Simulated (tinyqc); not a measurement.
# A double barrier with mass mismatch, transfer matrices: resonance against the well width

One electron of energy E comes from the left lead (band edge 0); no transverse momentum. Parabolic bands, masses in units of m0, C = hbar^2/(2 m0); psi and psi'/m are continuous at every interface. Barrier d1, well Lw, barrier d2; the right lead equals the left one.

For the pair (psi, psi'/m) a flat layer has M = [[cos kd, (m/k) sin kd], [-(k/m) sin kd, cos kd]] with k = sqrt(m (E - U)/C) above its edge U, and M = [[cosh Kd, (m/K) sinh Kd], [(K/m) sinh Kd, cosh Kd]] with K = sqrt(m (U - E)/C) below it. The matrices are multiplied with later layers to the left. With M acting on (psi, psi'/m) and v = k/m in each lead, T(E) = 4 vL vR/[(vL vR M12 - M21)^2 + (vR M11 + vL M22)^2]. The lowest resonance is the first maximum of T(E); its width is the full width at half maximum, and tau = hbar/width. The last column is the lowest level of an infinitely deep well, C (pi/Lw)^2/mL.

Inputs (values chosen for the exercise); masses and offsets close to those of silicon wells and oxide barriers: mass in the left lead mL = 0.26 m0; barrier height U1 = 3.1 eV; barrier mass m1 = 0.49 m0; width of the first barrier d1 = 0.3 nm; width of the second barrier d2 = 0.4 nm.

Constants: q = 1.602176634e-19 C, hbar = 1.054571817e-34 J s, m0 = 9.1093837015e-31 kg, hbar^2/(2 m0) = 0.0380998212 eV nm^2. Results are converted to the units shown.

Results:
```
Lw (nm)	E_r (eV)	peak T(E)	width (meV)	tau (fs)	infinite well (eV)
0.7	0.8761	0.7604	61.68	10.67	2.952
1.2	0.4476	0.7196	16.97	38.79	1.004
1.4	0.3614	0.7112	11.23	58.64	0.7379
1.7	0.2725	0.7024	6.492	101.4	0.5004
1.9	0.2304	0.6982	4.682	140.6	0.4006
2.2	0.1836	0.6935	3.001	219.3	0.2988
2.4	0.1598	0.6912	2.288	287.6	0.2511
```

Estimate the missing row, Lw = 1 nm.

Computed row:
```
Lw (nm)	E_r (eV)	peak T(E)	width (meV)	tau (fs)	infinite well (eV)
1	0.5695	0.7314	26.97	24.40	1.446
```

With this row back in the table: E_r falls from 0.876 to 0.160 eV, as Lw^(-1.38) over the table, slower than the Lw^(-2) of an infinite well because the wave reaches into the barriers; E_r is 0.30 of the infinite-well level in the first row and 0.64 in the last. The width falls from 61.7 to 2.29 meV. In every row a layer is thinner than 0.8 nm, a few atomic planes, where an effective mass is a rough description.

Range of the model: Masses are held fixed, although real bands cease to be parabolic a few tenths of an eV from their edges (inside a barrier too).

Numbers from tinyqc (`OMP_NUM_THREADS=1 python tinyqc.py 2560030 2560031 out.jsonl`; about 0.04 s on one thread of a shared Intel Xeon 2.30GHz).
